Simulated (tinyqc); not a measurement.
What the shift does to the intrinsic density: temperature and isotope dependence of a band gap in oscillator models.

E(T) = E0 - sum_i sl_i th_i n_i(T), n = 1/(exp(th/T) - 1). The same coupling lowers the gap at 0 K by the zero-point term ZP = sum_i sl_i th_i/2, so the gap of the static lattice is E0 + ZP. Thermal expansion is taken as part of the slopes.

Constants: kB = 8.617333262e-05 eV/K; hbar^2/2m0 = 3.80998211 eV angstrom^2.

Values chosen for the exercise (near those of GaP; not measured data):
- E0 = 2.357 eV (gap at 0 K)
- th = (132, 508) K (temperatures of two oscillators)
- sl = (0.1431, 0.3339) meV/K (their high-temperature slopes)
- mm = 0.95 m0 (geometric mean of the density-of-states masses)

ni = 2 (mm kT/(4 pi c))^(3/2) exp(-E/2kT), c = hbar^2/2m0, with E(T) and with E0; 1 angstrom^-3 = 1e24 cm^-3. Apparent gap from an Arrhenius plot of ni/T^(3/2): E(T) - T dE/dT, dE/dT = -sum sl_i (th_i/T)^2 n_i (1 + n_i).

Results:

| T (K) | E(T) (eV) | ni (cm^-3) | ni with E(T) / ni with E0 | apparent gap (eV) |
|---|---|---|---|---|
| 200 | 2.3223 | 6.96e-11 | 2.739 | 2.3899 |
| 250 | 2.3043 | 0.000105 | 3.401 | 2.3990 |
| 300 | 2.2846 | 1.50 | 4.056 | 2.4062 |
| 350 | 2.2639 | 1.47e+03 | 4.682 | 2.4117 |
| 400 | 2.2424 | 2.67e+05 | 5.268 | 2.4161 |
| 500 | 2.1982 | 4.17e+08 | 6.313 | 2.4227 |
| 700 | 2.1069 | 2.16e+12 | 7.950 | 2.4305 |

Using E0 in place of E(T) understates ni by a factor that rises from 2.74 to 7.95, towards exp(sum sl/2kB) = 15.9. The slope of an Arrhenius plot returns neither E(T) nor E0 but the intercept of the tangent, 2.4062 eV at 300 K, which lies 49 meV above E0 and tends to the static gap 2.4513 eV.

Run: tinyqc, `OMP_NUM_THREADS=1 python tinyqc.py 1881179 1881180 out.jsonl`; Intel(R) Xeon(R) Processor @ 2.30GHz, one thread, shared host; about 0.01 s of CPU time with all checks.
